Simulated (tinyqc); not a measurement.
Configuration-coordinate model of a defect: Huang-Rhys factor and luminescence line shape: one step, computed by the program tinyqc.

Ground state E_g(Q) = (1/2) omega_g^2 Q^2; excited state E_e(Q) = E_0 + (1/2) omega_e^2 (Q - dQ)^2 with omega_e = omega_g and E_0 = E_ZPL. Q is mass-weighted; the dipole does not depend on Q (Condon approximation).

Problem. Huang-Rhys factors and vertical energies. S = hbar omega dQ^2/(2 hbar^2/u) for each state; relaxation energy S hbar omega; absorption at E_0 + S_e hbar omega_e, emission at E_0 - S_g hbar omega_g; the Stokes shift is their difference.

Inputs (values chosen for the exercise, for a model defect in a wide-gap host): zero-phonon energy E_ZPL = 2.37 eV; displacement dQ = 0.872 u^(1/2) angstrom; ground-state phonon hbar omega_g = 92.9 meV.

Modes: equal frequencies in both states.

Constants: hbar^2/u = 4.18015928e-03 eV angstrom^2.

Give: S_g; S_e; relaxation energy, ground state; relaxation energy, excited state; vertical absorption energy; vertical emission energy; Stokes shift.

Solution.

S_g = 8.449

S_e = 8.449

relaxation energy, ground state = 0.7849 eV

relaxation energy, excited state = 0.7849 eV

vertical absorption energy = 3.155 eV

vertical emission energy = 1.585 eV

Stokes shift = 1.570 eV

The coupling is strong: a broad band, with almost no zero-phonon line.
